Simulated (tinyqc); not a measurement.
Photoconductance decay in a wafer: bulk and surface recombination modes, and iron detection by pair splitting: one step, computed by the program tinyqc.

Both faces of the wafer have the same S; injection is low and all coefficients are constant. x runs from -W/2 to W/2.

Task: Effective lifetime. Even modes cos(a x) obey b tan b = S W/(2 D) with b = a W/2, odd modes sin(a x) obey -b cot b = S W/(2 D); each decays at the rate 1/tau_b + D a^2. tau_eff is the decay time of the first mode. The surface time is 1/(D a^2) of that mode; shortcuts for it are W/(2 S), W^2/(pi^2 D) and their sum, whose error is sum/surface time - 1.

Inputs (values chosen for the exercise, modelled on p-type silicon):
```
quantity                          value         unit
thickness W                         150   micrometre
diffusivity D                      20.5       cm^2/s
bulk lifetime tau_b without iron    380  microsecond
surface recombination velocity S  15000         cm/s
```

Give: tau_eff; surface time; W/(2 S); W^2/(pi^2 D); error of the sum; tau_eff/tau_b.

Result:

tau_eff = 1.539 microsecond

surface time = 1.545 microsecond

W/(2 S) = 0.5 microsecond

W^2/(pi^2 D) = 1.112 microsecond

error of the sum = 4.328 %

tau_eff/tau_b = 0.004050

tau_eff is only 0.0040 of tau_b, so it understates the bulk lifetime.
